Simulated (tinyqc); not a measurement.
From results back to parameters: donor level screened by free carriers (Yukawa potential). Four cases, with inputs chosen for the exercise.

Problem. With Debye screening alone, ks^2 = 4 pi q n/(eps kB T), 1e18/cm^3 = 1e-6/angstrom^3. The converged binding was computed from a hidden density.

Potential -(q/(eps r)) exp(-ks r), q = e^2/(4 pi eps0). In units Ry* = Ry m/eps^2 and a* = a0 eps/m the problem is [-Laplacian - 2 exp(-x r)/r] psi = E psi with x = ks a*.

Converged values use 18 functions exp(-z r), z = 1.55^i, i = -11 to 6: S = 2/A^3, H = z_i z_j S - 2/(A + x)^2, A = z_i + z_j.

Constants: e^2/(4 pi eps0) = 14.39964547 eV angstrom; kB = 8.617333262e-05 eV/K.

Find: x; n.

Method. The binding in Ry* falls steadily with x, so bisection gives x; then n = (x/a*)^2 eps kB T/(4 pi q).

Case 1.

Values chosen (out of a larger set: near those of a donor in Si, with one mean mass; not measured data): eps = 11.6 (dielectric constant); T = 300 K (temperature).

Ry* = 32.053 meV
a* = 19.36 angstrom
binding = 12.1164 meV

Solution.

x = 0.417
n = 0.77 x 1e18/cm^3

Case 2.

Values chosen (out of a larger set: near those of a donor in GaAs, with one mean mass; not measured data): eps = 12.6 (dielectric constant); T = 77 K (temperature).

Ry* = 5.570 meV
a* = 102.58 angstrom
binding = 2.2497 meV

Solution.

x = 0.394
n = 0.0068 x 1e18/cm^3

Case 3.

Values chosen (out of a larger set: near those of a donor in Si, with one mean mass; not measured data): eps = 11.8 (dielectric constant); T = 400 K (temperature).

Ry* = 31.366 meV
a* = 19.45 angstrom
binding = 2.9670 meV

Solution.

x = 0.789
n = 3.7 x 1e18/cm^3

Case 4.

Values chosen (out of a larger set: near those of a donor in InP, with one mean mass; not measured data): eps = 12.6 (dielectric constant); T = 77 K (temperature).

Ry* = 7.113 meV
a* = 80.33 angstrom
binding = 1.4347 meV

Solution.

x = 0.614
n = 0.027 x 1e18/cm^3

Computed by tinyqc, one run a case: `OMP_NUM_THREADS=1 python tinyqc.py N N+1 out.jsonl` with N = 1280706, 1280810, 1280845, 1280848; one thread of a shared Intel(R) Xeon(R) Processor @ 2.30GHz, about 0.02 s a run at most.
